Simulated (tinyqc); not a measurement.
# Weak link from the transmission

Inverse problem. An infinite chain has hopping -t with t = 0.8 eV and site energy 0; E = -2 t cos(k) with E = 0.77 eV. One bond has the hopping -y t with 0 < y < 1, so T(E) = 4 y^2 sin^2 k/[(1 - y^2)^2 + 4 y^2 sin^2 k]. Find y and the hopping y t.

T(E) = 0.60957170

Answer. With b = |sin k| sqrt(1/T(E) - 1), (1 - y^2)/(2 y) = b, whose root below 1 is sqrt(b^2 + 1) - b.

y = 0.520
y t = 0.416 eV

Program tinyqc, `OMP_NUM_THREADS=1 python tinyqc.py 2660015 2660016 out.jsonl`; Intel Xeon 2.30GHz, shared host, one thread, about 0.01 s.
